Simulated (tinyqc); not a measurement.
From results back to parameters: Landau levels of bilayer graphene. Three cases, with inputs chosen for the exercise.

Problem. Two successive minima of rho_xx occur at the fields below; each unresolved level holds 4 n_B electrons, n_B = B/(h/e), so minima lie at n/n_B = 4 (j + phi) with integer j and phi = 0 or 1/2; 1/angstrom^2 = 1e16/cm^2.

Constants: h/e = 413566.7697 T angstrom^2.

Case 1.

higher field = 1.20624 T
lower field = 0.90468 T

Case 2.

higher field = 1.65427 T
lower field = 1.32341 T

Case 3.

higher field = 0.56865 T
lower field = 0.45492 T

Find: period in 1/B; n; j + phi at the higher field.

Solution. The period is 4/(n h/e), and j + phi = 1/(B x period). An integer means phi = 0.

Case 1.

period in 1/B = 0.2763 1/T
n = 3.50 x 1e11/cm^2
j + phi at the higher field = 3

Case 2.

period in 1/B = 0.1511 1/T
n = 6.40 x 1e11/cm^2
j + phi at the higher field = 4

Case 3.

period in 1/B = 0.4396 1/T
n = 2.20 x 1e11/cm^2
j + phi at the higher field = 4

Computed by tinyqc, one run a case: `OMP_NUM_THREADS=1 python tinyqc.py N N+1 out.jsonl` with N = 1252526, 1252771, 1280056; one thread of a shared Intel(R) Xeon(R) Processor @ 2.30GHz, about 0.03 s a run at most.
